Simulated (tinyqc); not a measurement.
# Narrowing from the saturation current

Inverse problem. A uniform n-type emitter has J0 = (q p0 D/L)(s + tanh(W/L))/(1 + s tanh(W/L)), D = mup Vt, s = S L/D, and p0 = (ni^2/N) exp(dE_app/kB T), where dE_app = dEg + kB T ln[(N/Nc) exp(-eta)]. Find p0, dE_app and dEg.

Inputs (values chosen for the exercise); band and dielectric values those of a made-up semiconductor: temperature T = 250 K; conduction-band density of states at 250 K Nc = 1.78e19 cm^-3; ionised donor density N = 3.4e18 cm^-3; minority-hole mobility mup = 110 cm^2/(V s); emitter width W = 620 nm; recombination velocity at the contact S = 29000 cm/s.

Constants: q = 1.602176634e-19 C, kB = 1.380649e-23 J/K, Vt = kB T/q. Results are converted to the units shown.

J0 = 2.4020279e-8 fA/cm^2
L = 4513.2171 nm
ni = 44235.818 cm^-3
converged eta = -1.5880699

Answer. J0 gives p0, its ratio to ni^2/N gives dE_app, and the degeneracy term is taken off.

p0 = 8.849e-9 cm^-3
dE_app = 58.87 meV
dEg = 60.32 meV

Computed by the program tinyqc: `OMP_NUM_THREADS=1 python tinyqc.py 2330115 2330116 out.jsonl`, one thread of a shared Intel Xeon 2.30GHz, about 0.01 s for the whole run.
